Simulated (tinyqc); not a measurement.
Worked calculation: oxidation of curved silicon (wires and holes): cylindrical Deal-Grove kinetics with stress-retarded reaction. Computed by tinyqc, a small Python program that keeps every step. Command: `OMP_NUM_THREADS=1 python tinyqc.py 3023868 3023869 out.jsonl wireox walk`. One thread of a shared host (Intel(R) Xeon(R) Processor @ 2.30GHz), about 0.01 s of CPU time with the checks. Intermediate numbers are printed to about 6 digits and carried at full precision; extremes and crossings named in words are read from the listed rows.

Silicon fills r > a and oxide b < r < a. One volume of silicon gives 2.25 volumes of oxide, and the length is fixed.

Inputs (values chosen for the exercise, close to those used for silicon in dry oxygen):
```
quantity                      value        unit
prefactor B0                    762      um^2/h
activation energy E_B          1.23          eV
prefactor (B/A)0            4.9e+06        um/h
activation energy E_A          1.99          eV
starting silicon radius a0       73          nm
starting oxide x_i                2          nm
viscosity prefactor eta0    2.5e-08        Pa s
viscosity energy E_eta         5.51          eV
critical shear stress s_c        44         MPa
activation volume V_k           5.6  angstrom^3
temperature T                   875           C
time t                         0.88           h
```

Shape: hole (concave).

Constants: k_B = 8.617333262e-05 eV/K.

## Planar constants and viscosity

B = B0 exp(-E_B/(k_B T)), B/A = (B/A)0 exp(-E_A/(k_B T)), eta = eta0 exp(E_eta/(k_B T)); 1 um = 1000 nm. Temperatures in kelvin are T(C) + 273.15.

B = 3040.17 nm^2/h

B/A = 9.01855 nm/h

low-stress viscosity eta = 3.83671e+16 Pa s

k_B T = 0.0989399 eV

## Rate at the start

Geometry: b^2 = b0^2 - 1.25 (a^2 - a0^2), b0 = a0 - x_i. Rate of oxide made per interface area: q = 1/[1/k + 2 a |ln(b/a)|/B], and |da/dt| = q/2.25. Reaction k = (B/A) exp(-sigma V_k/(k_B T)). New oxide pushes the old with radial speed u = 1.25 |da/dt| at r = a; the shear stress at radius r is s_c asinh(z a^2/r^2), z = 2 eta u/(a s_c) (Eyring flow), and the compressive normal stress at the interface is sigma = |int_a^b 2 s/r dr| = s_c |F(z) - F(z a^2/b^2)|, F(y) = int_0^y asinh(w)/w dw. q and sigma are solved together. 1 MPa angstrom^3 = 6.241509e-6 eV.

oxide radius b0 = 71 nm

rate q without stress = 8.91133 nm/h

normal stress sigma = 27.1626 MPa

factor on the reaction = 0.990450

rate q with stress = 8.82723 nm/h

## State after time t

Integrate da/dt adaptively (tolerance 1e-8); a wire counts as consumed at a = 0.5 nm and a hole as closed at b = 0.5 nm. Planar reference: x^2 + A x = B t + x_i^2 + A x_i, A = B/(B/A).

silicon radius a = 76.3115 nm

oxide thickness = 9.80625 nm

normal stress at time t = 134.267 MPa

planar thickness = 9.67075 nm

ratio to the planar thickness = 1.01401

Stress now cuts the reaction constant to 95 % of its planar value. Caution: planar dry oxides this thin grow faster than Deal-Grove predicts. Caution: the oxide is taken as a purely viscous fluid in steady flow; elasticity, stress-dependent diffusion and thin-oxide enhancement are left out.

## Geometry alone against geometry with stress

A dash marks a stress-free run that has consumed the wire or closed the hole.

Oxide thickness (nm):
```
t (h)    planar  curved, no stress  curved, with stress   a (nm)  sigma (MPa)
0.0264   2.2351             2.2390               2.2366  73.1034       30.381
0.0880   2.7825             2.7970               2.7881  73.3438       37.887
0.1760   3.5615             3.5952               3.5744  73.6847       48.602
0.3520   5.1090             5.1951               5.1418  74.3580       70.014
0.6160   7.4046             7.6040               7.4809  75.3469      102.120
0.8800   9.6708            10.0242               9.8063  76.3115      134.267
1.3200  13.3849            14.0845              13.6544  77.8667      188.104
1.7600  17.0247            18.1813              17.4725  79.3590      242.523
```

At 1.76 h the thickness is 1.068 of the planar value from geometry alone and 1.026 with stress. In a hole the oxide is squeezed into a smaller circumference, which thickens it, while the oxidant must spread over a larger interface. Stress takes 4 % off the stress-free value. Caution: elasticity of the oxide, stress-dependent diffusion and thin-oxide enhancement are left out.

Checks made by the program: large-radius limit against the planar law (relative difference 1e-08).
